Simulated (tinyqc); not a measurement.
Inside a calculation. Method: Hubbard chain of 3 sites. One step of it, computed by the program tinyqc.

Problem. Mean-field iteration 3. H(up) = T + U n(down), H(down) = T + U n(up); fill the lowest levels; n(new) = n + mixing (n(out) - n); E = tr T (rho up + rho down) + U sum n_up n_down of the output.

one-body matrix (hopping and site energies) (eV), lower triangle:
```
           1          2          3
1   0.210000
2  -1.340000  -0.500000
3   0.000000  -1.340000  -0.430000
```

U = 5.400000 eV

electrons, up and down: 2  1

mixing = 1

n(up) after iteration 2: 1 0.855233, 2 0.280723, 3 0.864044

n(down) after iteration 2: 1 0.152503, 2 0.713411, 3 0.134086

Give: levels, up; levels, down; energy; n(up) after iteration 3; n(down) after iteration 3.

Solution.

levels, up (eV): -0.416  0.756  4.339

levels, down (eV): 0.186  4.454  5.440

energy = -1.948 eV

n(up) after iteration 3: 1 0.871, 2 0.215, 3 0.914

n(down) after iteration 3: 1 0.070, 2 0.838, 3 0.092
